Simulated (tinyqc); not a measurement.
# Changing the temperature T

Model: configuration-coordinate model of a defect: Huang-Rhys factor and luminescence line shape. Computed by tinyqc, a small Python program. Command: `OMP_NUM_THREADS=1 python tinyqc.py 3007180 3007181 out.jsonl ccline sweep`. One thread of a shared host (Intel(R) Xeon(R) Processor @ 2.30GHz), about 0.04 s of CPU time with the checks.

Ground state E_g(Q) = (1/2) omega_g^2 Q^2; excited state E_e(Q) = E_0 + (1/2) omega_e^2 (Q - dQ)^2 with omega_e = omega_g and E_0 = E_ZPL. Q is mass-weighted; the dipole does not depend on Q (Condon approximation).

Inputs (values chosen for the exercise, for a model defect):

| quantity | value | unit |
|---|---|---|
| zero-phonon energy E_ZPL | 0.612 | eV |
| displacement dQ | 1.12 | u^(1/2) angstrom |
| ground-state phonon hbar omega_g | 22.4 | meV |
| refractive index n_r | 3.08 | - |
| transition dipole mu | 1.8 | e angstrom |
| quenching prefactor nu_0 | 3e+12 | 1/s |

Modes: equal frequencies in both states.

Constants: hbar^2/u = 4.18015928e-03 eV angstrom^2; k_B = 8.617333262e-05 eV/K; hbar = 6.582119569e-16 eV s; e = 1.602176634e-19 C; eps_0 = 8.8541878128e-12 F/m; hbar = 1.054571817e-34 J s; c = 299792458 m/s.

Method:
- S = hbar omega dQ^2/(2 hbar^2/u) for each state; relaxation energy S hbar omega; absorption at E_0 + S_e hbar omega_e, emission at E_0 - S_g hbar omega_g; the Stokes shift is their difference.
- Overlaps <m_e|n_g> of harmonic-oscillator functions (Hermite recursion, positive leading coefficients) by a sum over an even grid (700 points from x = -9 to 9 + d for the small table, 1500 points from -16 to 16 + d for the thermal sums), with x = Q sqrt(omega_g/hbar), d = sqrt(2 S_g) and frequency ratio omega_e/omega_g.
- Initial levels m = 0..24 carry Boltzmann weights exp(-m hbar omega_e/k_B T), normalised; final levels n = 0..79; a line lies at E_ZPL + m hbar omega_e - n hbar omega_g with weight w_m <m|n>^2. Moments are taken over these weights without the E^3 factor; FWHM = 2 sqrt(2 ln 2) x standard deviation; the zero-phonon weight is the sum of w_m <m|m>^2.
- The curves cross at the root Q_c nearest dQ; the barrier is (1/2) omega_e^2 (Q_c - dQ)^2, with (1/2) omega^2 = (hbar omega)^2/(2 hbar^2/u). k_r = n_r omega^3 mu^2/(3 pi eps_0 hbar c^3) at the vertical emission energy, without local-field correction; k_nr = nu_0 exp(-barrier/k_B T) (Mott-Seitz); yield = k_r/(k_r + k_nr); T_1/2 = barrier/(k_B ln(nu_0/k_r)).

One run for each value:

| temperature T (K) | FWHM from the second moment (eV) | zero-phonon weight | luminescence yield | mean emission energy (eV) |
|---|---|---|---|---|
| 31 | 0.0967 | 0.03474 | 1.000 | 0.5367 |
| 45 | 0.0970 | 0.03519 | 1.000 | 0.5367 |
| 64 | 0.0984 | 0.03738 | 1.000 | 0.5367 |
| 92 | 0.1026 | 0.04345 | 1.000 | 0.5367 |
| 130 | 0.1108 | 0.05285 | 1.000 | 0.5367 |
| 190 | 0.1255 | 0.06383 | 1.000 | 0.5367 |
| 270 | 0.1446 | 0.07102 | 1.000 | 0.5367 |
| 390 | 0.1706 | 0.07377 | 1.000 | 0.5367 |

Over the rows, FWHM from the second moment (eV) rises from 0.0967 to 0.171 (exponent d ln y / d ln x 0.0077 between the first rows and 0.45 between the last); zero-phonon weight rises from 0.0347 to 0.0738 (exponent d ln y / d ln x 0.035 between the first rows and 0.10 between the last). At the low end the exponent of FWHM from the second moment is 0.01, close to 0: zero-point motion sets the width. At the high end the exponent of FWHM from the second moment is 0.45, close to 0.50: the classical limit. The scale is hbar omega_g/k_B = 260 K: below about a third of it only the lowest level emits.

Caution (all rows): the curves cross far outside the range of the harmonic model, so the barrier and T_1/2 have no quantitative meaning. Caution (rows 390): the band is wide against its energy, so the E^3 factor left out of the moments shifts the observed peak up.

Extremes, crossings and ranges named in words are read from the listed rows.
